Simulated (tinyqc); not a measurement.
Space-charge-limited current through a thin insulating or semi-insulating film with traps: one step, computed by the program tinyqc.

One ohmic injecting contact at x = 0 (field zero), drift only, non-degenerate free carriers.

Task: One point of the curve. Free density n_0 = N_c exp(-E_0/k_B T) in equilibrium; trapped density n_t(n) = N_t (n/N_c)^(T/T_c) (the low-temperature form). J = e mu n F and (eps eps_0/e) dF/dx = n - n_0 + n_t(n) - n_t(n_0) = rho(n). With F = J/(e mu n): d = (eps eps_0 J/(e^2 mu)) I_1 and V = (eps eps_0 J^2/(e^3 mu^2)) I_2, I_k = int_(n_L)^infinity dn/(n^(k+1) rho(n)), n_L the density at the anode; with u = n_L/n, 200 Gauss-Legendre points in t, u = 1 - (1 - t)^2. Anode field J/(e mu n_L); Mott-Gurney current (9/8) eps eps_0 mu V^2/d^3; ohmic current e n_0 mu V/d.

Inputs (values chosen for the exercise, modelled on semi-insulating GaN):

| quantity | value | unit |
|---|---|---|
| permittivity eps | 9.7 | - |
| band mobility mu | 320 | cm^2/(V s) |
| effective density of states N_c | 2.4e+18 | 1/cm^3 |
| trap density N_t | 9.5e+15 | 1/cm^3 |
| equilibrium Fermi level below the band edge, E_0 | 0.83 | eV |
| thickness d | 540 | nm |
| free density at the anode, in units of N_c | 1.4e-07 | - |
| temperature T | 300 | K |
| characteristic temperature T_c | 500 | K |

Traps: exponential tail.

Constants: k_B = 8.617333262e-05 eV/K; eps_0 = 8.8541878128e-12 F/m; e = 1.602176634e-19 C.

Give: I_1; I_2; current density J; voltage V; anode field over mean field V/d; trap-free Mott-Gurney current; ohmic current.

Result:

I_1 = 1.593e-24 cm^6

I_2 = 3.024e-36 cm^9

current density J = 3.241e-04 A/cm^2

voltage V = 6.479e-04 V

anode field over mean field V/d = 1.568

trap-free Mott-Gurney current = 8.242e-04 A/cm^2

ohmic current = 1.682e-11 A/cm^2

Caution: V is below 10 k_B T/e, where diffusion from the contact, left out here, dominates.
